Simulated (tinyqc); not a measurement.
Composition and strain of an epitaxial Si(1-x)Ge(x) layer from Raman and X-ray peaks: one step, computed by the program tinyqc.

A (001) layer, biaxially strained in the plane. The Raman peaks follow empirical lines omega = w0 + c1 x + c3 x^3 + b eps (c3 for Si-Ge alone), with eps the in-plane strain.

Problem. Lattice constants and strain. Relaxed lattice constant a(x) = a_Si + (a_Ge - a_Si) x - B x (1 - x). In-plane constant a_par = a_sub + R (a(x) - a_sub); eps = a_par/a(x) - 1; eps_perp = -(2 C12/C11) eps with 2 C12/C11 linear in x; a_perp = a(x) (1 + eps_perp).

Inputs (values chosen for the exercise, modelled on silicon-germanium): Ge fraction x = 0.15; degree of relaxation R = 0; lattice constant of Si = 5.431 angstrom; lattice constant of Ge = 5.658 angstrom; bowing B = 0.026 angstrom; 2 C12/C11 of Si = 0.772; 2 C12/C11 of Ge = 0.755.

Substrate: silicon.

Give: relaxed constant a(x); substrate constant a_sub; a_par; in-plane strain eps; strain along the normal; a_perp.

Solution.

relaxed constant a(x) = 5.461735 angstrom

substrate constant a_sub = 5.431 angstrom

a_par = 5.431 angstrom

in-plane strain eps = -5.627 per mille

strain along the normal = 4.330 per mille

a_perp = 5.485 angstrom

The layer is under compression in the plane and is stretched along the normal.
